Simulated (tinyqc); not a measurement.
Changing the exchange current of the suppressed surface i_0: bottom-up copper filling of a trench by curvature-enhanced accelerator coverage. Computed by tinyqc, a small Python program. Command: `OMP_NUM_THREADS=1 python tinyqc.py 3011672 3011673 out.jsonl superfill sweep`. One thread of a shared host (Intel(R) Xeon(R) Processor @ 2.30GHz), about 0.1 s of CPU time with the checks.

A rectangular trench keeps vertical walls and a flat floor. An accelerator floats on the surface; where area is lost in the corners it is passed on to the floor.

Inputs (values chosen for the exercise, close to those used for damascene copper plating):

| quantity | value | unit |
|---|---|---|
| trench width w | 110 | nm |
| aspect ratio h/w | 1.6 | - |
| exchange current of the accelerated surface i_1 | 0.71 | mA/cm^2 |
| transfer coefficient alpha | 0.52 | - |
| overpotential eta | 0.13 | V |
| starting coverage theta_0 | 0.037 | - |
| adsorption rate k_a | 0 | 1/s |
| cupric ion concentration C | 0.53 | mol/l |
| diffusivity D | 6e-06 | cm^2/s |
| boundary layer delta | 73 | um |
| temperature T | 298 | K |

Constants: e = 1.602176634e-19 C; N_A = 6.02214076e+23 1/mol; k_B = 8.617333262e-05 eV/K.

Method. Kinetic current i_k = [i_0 (1 - theta) + i_1 theta] exp(alpha eta/(k_B T)), limit i_L = 2 F D C/delta, i = 1/(1/i_k + 1/i_L); velocity v = i Omega/(2F), Omega = 7.11 cm^3/mol, F = e N_A. Depletion inside the trench is ignored. Half width x, floor height y, depth h = aspect ratio x w. dx/dt = -v_s, dy/dt = v_b. d theta_b/dt = k_a (1 - theta_b) + [theta_s v_b + theta_b v_s]/x: the floor takes the accelerator of the wall it covers and keeps its own as it narrows. d theta_s/dt = k_a (1 - theta_s). theta_b is capped at 1. Integrate (tolerance 1e-9) until the walls meet (x = 0.02 w/2) or the floor passes the original mouth y = h. Start: x = w/2, y = 0, theta_b = theta_s = theta_0. Height filled = y/h, opening left = x/(w/2).

One run for each value:

| exchange current of the suppressed surface i_0 (mA/cm^2) | ratio v(1)/v(theta_0) | share of the height filled from the floor | opening left, as a share of w |
|---|---|---|---|
| 0.0035 | 21.54 | 1.000 | 0.2021 |
| 0.0069 | 19.41 | 1.000 | 0.1778 |
| 0.0130 | 16.49 | 1.000 | 0.1412 |
| 0.0260 | 12.49 | 1.000 | 0.0746 |
| 0.0490 | 8.75 | 0.871 | 0.0200 |
| 0.1800 | 3.29 | 0.451 | 0.0200 |
| 0.3500 | 1.85 | 0.357 | 0.0200 |

Give the missing row, exchange current of the suppressed surface i_0 (mA/cm^2) = 0.0950.

Computed row; columns: (1) exchange current of the suppressed surface i_0 (mA/cm^2); (2) ratio v(1)/v(theta_0); (3) share of the height filled from the floor; (4) opening left, as a share of w:
```
(1)      (2)    (3)     (4)
0.0950  5.50  0.609  0.0200
```

Interpolating between the two neighbouring rows (the first column on a logarithmic scale, the others too where they are positive) misses most in ratio v(1)/v(theta_0), by 3.3 %. Over the rows, ratio v(1)/v(theta_0) falls from 21.5 to 1.85 (exponent d ln y / d ln x -0.15 between the first rows and -0.86 between the last); share of the height filled from the floor falls from 1.00 to 0.357, flat over part of the range; opening left, as a share of w falls from 0.202 to 0.0200, flat over part of the range. A stronger suppressor (smaller i_0) raises the contrast, until theta_0 i_1 outweighs i_0.

Caution (all rows): real profiles develop slanted corners, and accelerator is consumed; both are left out.
